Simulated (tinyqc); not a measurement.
Drift layer from breakdown voltage and on-resistance.

Problem. An ideal drift layer with a triangular field at breakdown has BV = Ec W/2, N = eps0 eps_r Ec/(q W) and Ron = W/(q mu N). Find Ec, W and N.

Values chosen for this exercise:
```
symbol  value        unit                               meaning
eps_r    9.79                             relative permittivity
mu        924  cm^2/(V s)  electron mobility of the drift layer
```

Constants: q = 1.602176634e-19 C, eps0 = 8.8541878128e-14 F/cm where lengths are in cm. Results are converted to the units shown.

BV = 1677.6825 V
Ron = 0.78887648 mohm cm^2

Answer. Eliminating W and N gives Ron = 4 BV^2/(eps0 eps_r mu Ec^3), which yields Ec.

Ec = 2.61e3 kV/cm
W = 12.8 um
N = 1.10e16 cm^-3

Numbers from tinyqc (`OMP_NUM_THREADS=1 python tinyqc.py 2120139 2120140 out.jsonl`; about 0.07 s on one thread of a shared Intel Xeon 2.30GHz).
